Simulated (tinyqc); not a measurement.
Hole mobility in a silicon inversion layer, empirical terms and Matthiessen rule: one step of the calculation.

Inversion layer of sheet density Ns on a uniformly doped body. The mobility terms are empirical power laws with prefactors chosen for the exercise; adding their inverses (Matthiessen) is itself an approximation.

Problem. Mobility terms and their sum. With t = T/(300 K): muC = Ac (Ns/1e12 cm^-2) t/(Nb/1e17 cm^-3 + Nit/1e11 cm^-2), muP = Ap E^(-1/3) t^(-1.75), muS = As E^(-gs); 1/mu is the sum of the inverses.

Parameters, values chosen for the exercise; material values close to those of silicon: temperature T = 350 K; body doping Nb = 1.4e18 cm^-3; phonon-limited mobility at 1 MV/cm and 300 K Ap = 115 cm^2/(V s); roughness-limited mobility at 1 MV/cm As = 366 cm^2/(V s); exponent of the roughness term gs = 1; Coulomb prefactor Ac = 2100 cm^2/(V s); charge at the interface Nit = 3.4e11 cm^-2; inversion density Ns = 2.1e12 cm^-2.

E = 0.92666076 MV/cm

Wanted: terms; mu; shares of 1/mu.

Solution.

terms (cm^2/(V s)): Coulomb 295.69, phonon 90.067, roughness 394.97
mu = 58.766 cm^2/(V s)
shares of 1/mu (%): Coulomb 19.874, phonon 65.247, roughness 14.879

The phonon term limits most.

Computed by the program tinyqc: `OMP_NUM_THREADS=1 python tinyqc.py 2510133 2510134 out.jsonl`, one thread of a shared Intel Xeon 2.30GHz, about 0.01 s for the whole run.
